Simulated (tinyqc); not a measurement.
Inside a calculation. Model: defect equilibria of an oxide against oxygen pressure (mass action). Computed by tinyqc, a small Python program that keeps every step. Command: `OMP_NUM_THREADS=1 python tinyqc.py 3026443 3026444 out.jsonl brouwer walk`. One thread of a shared host (Intel(R) Xeon(R) Processor @ 2.30GHz), about 0.01 s of CPU time with the checks. Intermediate numbers are printed to about 6 digits and carried at full precision; extremes and crossings named in words are read from the listed rows.

Defects: oxygen vacancies V (charge +2), electrons n, holes p, the ionic partner X = O_i'' (charge -2). Activities are taken equal to concentrations.

Inputs (values chosen for the exercise, for a model oxide):
```
quantity                           value             unit
reduction enthalpy H_r               3.9               eV
prefactor K_r0                   4.2e+68  cm^-9 atm^(1/2)
gap E_g                             2.73               eV
prefactor N_c N_v                2.1e+40            cm^-6
disorder enthalpy H_s               2.27               eV
prefactor K_s0                   6.8e+45            cm^-6
dopant density N_d                     0            cm^-3
temperature T                       1400                K
oxygen pressure P                  9e-18              atm
electron mobility mu_n              0.22       cm^2/(V s)
hole mobility mu_p                  0.22       cm^2/(V s)
vacancy diffusion prefactor D_0    0.079           cm^2/s
vacancy migration energy E_m         0.8               eV
```

Ionic disorder: anion Frenkel. Dopant (singly charged, fully ionised): none.

Constants: k_B = 8.617333262e-05 eV/K; e = 1.602176634e-19 C.

## Equilibrium constants

K_r = K_r0 exp(-H_r/k_B T) = [V] n^2 P^(1/2); K_i = N_c N_v exp(-E_g/k_B T) = n p; K_s = K_s0 exp(-H_s/k_B T) = [X] [V].

K_r = 3.83590e+54 cm^-9 atm^(1/2)

K_i = 3.12357e+30 cm^-6

K_s = 4.58003e+37 cm^-6

## Trial electron densities

Neutrality: 2 [V] + p = n + 2 [X]. With n as the unknown, [V] = K_r/(n^2 P^(1/2)), p = K_i/n, [X] = K_s/[V]; the log ratio is ln(positive/negative).

Densities (cm^-3):
```
n                 [V]            p          [X]  log ratio
1.00e+19  1.27863e+25  3.12357e+11  3.58198e+12    14.7544
1.00e+20  1.27863e+23  3.12357e+10  3.58198e+14     7.8467
1.00e+21  1.27863e+21  3.12357e+09  3.58198e+16     0.9389
1.00e+22  1.27863e+19  3.12357e+08  3.58198e+18    -5.9695
1.00e+23  1.27863e+17  3.12357e+07  3.58198e+20   -12.8837
```

## Solution at the given pressure

The root is found by 60 bisections in ln n between n = 1e-10 and 1e25 cm^-3.

n = 1.36745e+21 cm^-3

[V] = 6.83791e+20 cm^-3

p = 2.28423e+09 cm^-3

[X] = 6.69800e+16 cm^-3

The largest terms give the Brouwer balance 2 [V] = n; the smaller of the two terms is 100 % of the total charge of one sign. Caution: one of n, p, [V] and [X] is above 2e20 cm^-3, near 1 % of the sites of a usual oxide, where defects associate and the ideal mass-action laws fail. Caution: the carrier density is near sqrt(N_c N_v), where the carriers are degenerate and n p = K_i fails.

## Conductivities

sigma_n = e n mu_n, sigma_p = e p mu_p, sigma_ion = 2 e [V] mu_V with mu_V = 2 e D/(k_B T) and D = D_0 exp(-E_m/k_B T); only the oxygen vacancies carry ionic current, and the ionic transport number is sigma_ion over the total.

sigma_n = 48.1997 S/cm

sigma_p = 8.05144e-11 S/cm

sigma_ion = 0.378396 S/cm

total conductivity = 48.5781 S/cm

ionic transport number = 0.00778945

The conductor is mainly n-type electronic here.

## Brouwer diagram

The slope is d log n / d log P from this row and the one above; the last column names the largest term on each side. Pressures that give more than 3e21 cm^-3 are left out.

Log10 of the densities in cm^-3:
```
log10 P (atm)        n      [V]        p      [X]  slope of n        balance
-16            20.9616  20.6607   9.5331  17.0002           -      2 [V] = n
-12            20.2943  19.9953  10.2004  17.6656   -0.166829      2 [V] = n
-8             19.6147  19.3544  10.8799  18.3064   -0.169892      2 [V] = n
-4             18.8238  18.9363  11.6709  18.7246   -0.197735  2 [V] = 2 [X]
0              17.8708  18.8423  12.6239  18.8185   -0.238255  2 [V] = 2 [X]
```

Regimes: 2 [V] = n from log P = -16 to -8, where that balance predicts a slope of -1/6 and the table comes as close as -0.167; 2 [V] = 2 [X] from log P = -4 to 0, where that balance predicts a slope of -1/4 and the table comes as close as -0.238. Rows with n or p near or above sqrt(N_c N_v) are degenerate, and n p = K_i is then only nominal.

## Conductivity against oxygen pressure

The formulas are those given above.

Log10 of the conductivities in S/cm:
```
log10 P (atm)    n-type    p-type     ionic     total  ionic transport number
-16             1.50873  -9.91982  -0.59631   1.51213                0.007790
-12             0.84142  -9.25250  -1.26168   0.84483                0.007825
-8              0.16185  -8.57293  -1.90255   0.16558                0.008548
-4             -0.62909  -7.78200  -2.32067  -0.62034                0.019937
0              -1.58211  -6.82898  -2.41463  -1.52252                0.128201
```

The ionic transport number stays at or below about 0.13: no electrolytic window. The total has no minimum inside this range.

Checks made by the program: the three mass-action laws (relative difference below 1e-10).
